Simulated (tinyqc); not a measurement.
Thickness from the minima: X-ray reflectivity of a thin film on silicon: critical angles, Parratt recursion, fringes and roughness. Computed by tinyqc, a small Python program. Command: `OMP_NUM_THREADS=1 python tinyqc.py 3120710 3120711 out.jsonl xrr walk`. One thread of a shared host (Intel(R) Xeon(R) Processor @ 2.30GHz), about 0.01 s of CPU time with the checks.

n = 1 - delta + i beta; the classical electron radius is r_e = 2.8179403e-6 nm. Layer 0 is vacuum, 1 the film, 2 the substrate.

Inputs (values chosen for the exercise, modelled on ruthenium on silicon, copper K-alpha radiation): wavelength lambda = 0.15406 nm; film density rho = 12.8 g/cm^3; effective electrons per unit mass, film = 0.436 mol/g; beta/delta, film = 0.083; film thickness d = 34.6 nm; roughness of the surface sigma_1 = 0.3 nm; roughness of the interface sigma_2 = 0.37 nm; substrate density = 2.33 g/cm^3; effective electrons per unit mass, substrate = 0.507 mol/g; beta/delta, substrate = 0.023; grazing angle theta = 2.32 degrees.

Constants: N_A = 6.02214076e+23 1/mol.

Method:
- delta = r_e lambda^2 rho_e/(2 pi), rho_e = density x electrons per mass x N_A; critical angle sqrt(2 delta), q_c = 4 sqrt(pi r_e rho_e).
- k_j = (2 pi/lambda) sqrt(sin^2 theta - 2 delta_j + 2 i beta_j); r_ij = (k_i - k_j)/(k_i + k_j) x exp(-2 k_i k_j sigma^2) (Nevot-Croce); r = (r_01 + r_12 p)/(1 + r_01 r_12 p), p = exp(2 i k_1 d); R = |r|^2.
- Far above the critical angle the period is d theta = lambda/(2 d), or 2 pi/d in q; the envelope runs between (|r_01| - |r_12 p|)^2 and (|r_01| + |r_12 p|)^2; contrast = 2 a b/(a^2 + b^2) with a = |r_01|, b = |r_12 p|; roughness factors on the amplitudes are about exp(-q^2 sigma^2/2).
- Minima of R theta^4 are located on 6001 points over 7.5 periods, from 1.15 times the larger critical angle. With refraction, sin^2(theta_m) = 2 delta + m^2 (lambda/(2 d))^2, m integer or half-integer; the first six minima are used, and the first order is the one that minimises the largest residual of the least-squares line plus the distance of its intercept from 2 delta. Without refraction, d = lambda/(2 x mean step of sin theta).

Constants:
```
layer      rho_e (1/nm^3)        delta         beta  critical angle (degrees)  q_c (1/nm)
film              3360.84  3.57750e-05  2.96932e-06                  0.484649    0.689961
substrate          711.40  7.57263e-06  1.74170e-07                  0.222977    0.317437
```

period in theta = 0.127558 degrees

Minima:
```
order m  theta (degrees)  sin^2 theta
3                 0.6186   1.1655e-04
4                 0.7045   1.5119e-04
5                 0.8016   1.9573e-04
6                 0.9064   2.5023e-04
7                 1.0164   3.1465e-04
8                 1.1302   3.8908e-04
```

d with refraction = 34.605 nm

d without refraction = 43.134 nm

What follows from these numbers?

Against d = 34.6 nm the errors are +0.01 % with and +24.66 % without refraction. The orders are integers, as r_01 and r_12 have opposite signs for a film denser than the substrate.

Extremes, crossings and ranges named in words are read from the listed rows.
